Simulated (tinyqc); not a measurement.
Worked calculation: equilibrium and kinetic segregation of a solute to boundaries and growing surfaces. Computed by tinyqc, a small Python program that keeps every step. Command: `OMP_NUM_THREADS=1 python tinyqc.py 3007385 3007386 out.jsonl segreg walk`. One thread of a shared host (Intel(R) Xeon(R) Processor @ 2.30GHz), about 0.01 s of CPU time with the checks. Intermediate numbers are printed to about 6 digits and carried at full precision; extremes and crossings named in words are read from the listed rows.

Inputs (values chosen for the exercise, modelled on arsenic in polycrystalline silicon):

| quantity | value | unit |
|---|---|---|
| segregation energy Q | 0.445 | eV |
| total solute fraction x0 | 0.00013 | - |
| temperature T | 1325 | K |
| grain size d | 870 | nm |
| boundary thickness delta | 0.34 | nm |
| atomic volume Omega | 20.02 | angstrom^3 |
| clean boundary energy gamma_0 | 0.9 | J/m^2 |
| bulk diffusivity D | 1.5e-17 | m^2/s |
| anneal time t | 5400 | s |
| exchange barrier E_b | 1.38 | eV |
| surface segregation energy E_s | 0.36 | eV |
| growth temperature T_g | 750 | K |
| growth rate | 0.14 | monolayers/s |

Isotherm: Langmuir-McLean.

Constants: k_B = 8.617333262e-05 eV/K; 1 eV/angstrom^2 = 16.02176634 J/m^2.

## Coverage for very large grains

With theta the solute fraction on boundary sites and x that in the grains, theta/(1 - theta) = [x/(1 - x)] exp[Q/(k_B T)]. The coverage theta_inf is that for x = x0.

coverage theta_inf = 0.00636548

## Depletion of small grains

Finite grains: boundary sites are the fraction f = 3 delta/d, and x0 = (1 - f) x + f theta; solve both equations for theta; share at boundaries = f theta/x0.

site fraction f = 0.00117241

coverage theta = 0.00602847

fraction x left in the grains = 1.23076e-04

share of solute at boundaries = 5.43682 %

enrichment theta/x = 48.9815

5 % of the solute sits at boundaries; for a dopant that share is electrically lost.

## Boundary energy

Gibbs adsorption for this isotherm in a dilute matrix: gamma = gamma_0 + Gam_0 [k_B T ln(1 - theta)], Gam_0 = delta/Omega sites per area.

Gam_0 = 16.9830 1/nm^2

boundary energy gamma = 0.898121 J/m^2

Segregation lowers gamma by 0.21 %, and the driving force of grain growth with it.

## How fast the boundary fills

McLean kinetics from a uniform start, fed from both sides, with a constant enrichment beta = theta_inf/x0: (theta - x0)/(theta_inf - x0) = 1 - exp(s^2) erfc(s), s = 2 sqrt(D t)/(beta delta); half filling at s = 0.7691, t = (0.7691 beta delta/2)^2/D. D is an input and does not follow T.

s = 34.1905

degree of filling = 0.983506

time to half filling = 2.73242 s

diffusion length sqrt(D t) = 284.605 nm

Caution: sqrt(D t) reaches across the grain, so the semi-infinite solution overstates the filling.

## Segregation at a growing surface

Two-state exchange during growth, dilute: jump up r_u = nu exp(-E_b/(k_B T_g)), jump back r_d = r_u exp(-E_s/(k_B T_g)), nu = 1e13 1/s. In the time 1/R of one monolayer the share carried up is p = [r_u/(r_u + r_d)] [1 - exp(-(r_u + r_d)/R)]; the tail decays as p^n, length -1/ln p monolayers; the equilibrium limit has p = r_u/(r_u + r_d).

r_u = 5330.99 1/s

r_d = 20.3102 1/s

share carried up p = 0.996205

decay length = 262.978 monolayers

Exchange is fast against growth: the equilibrium regime, where heating shortens the tail.

## Tail length against growth temperature

The formulas are those given above.

Exchange model:

| T_g (K) | r_u/R | p | length (monolayers) | equilibrium limit |
|---|---|---|---|---|
| 432 | 5.68304e-03 | 0.005667 | 1.93307e-01 | 15842.7 |
| 462 | 6.30941e-02 | 0.061145 | 3.57844e-01 | 8455.2 |
| 487 | 3.73917e-01 | 0.311956 | 8.58448e-01 | 5315.5 |
| 512 | 1.86249e+00 | 0.844556 | 5.91912e+00 | 3496.7 |
| 532 | 6.03619e+00 | 0.997227 | 3.60163e+02 | 2573.1 |
| 552 | 1.79650e+01 | 0.999484 | 1.93602e+03 | 1936.1 |
| 582 | 8.01461e+01 | 0.999237 | 1.31085e+03 | 1310.9 |
| 628 | 6.01451e+02 | 0.998711 | 7.75042e+02 | 775.0 |
| 703 | 9.13500e+03 | 0.997382 | 3.81412e+02 | 381.4 |

The length peaks among these rows at 552 K with 1940 monolayers. Below, exchange freezes (r_u/R = 0.0057 in the first row); above, the length follows the equilibrium limit, about exp(E_s/(k_B T)), down to 381.

## Coverage against grain size

The formulas are those given above.

At T:

| d (nm) | theta | x in the grains | share at boundaries (%) |
|---|---|---|---|
| 15 | 0.00149523 | 3.03907e-05 | 78.2122 |
| 30 | 0.00242303 | 4.92930e-05 | 63.3715 |
| 60 | 0.00351170 | 7.15169e-05 | 45.9222 |
| 120 | 0.00452765 | 9.22995e-05 | 29.6039 |
| 250 | 0.00532819 | 1.08705e-04 | 16.7223 |
| 500 | 0.00580107 | 1.18407e-04 | 9.1032 |
| 1000 | 0.00607026 | 1.23935e-04 | 4.7628 |
| 5000 | 0.00630418 | 1.28740e-04 | 0.9893 |

From the largest grains to the smallest the share at boundaries rises from 0.99 to 78 %, and x/x0 falls to 0.23. In the dilute limit x/x0 = 1/(1 - f + f exp(Q/(k_B T))), which gives 0.23 at 15 nm.

Checks made by the program: mass balance (relative difference below 1e-10).
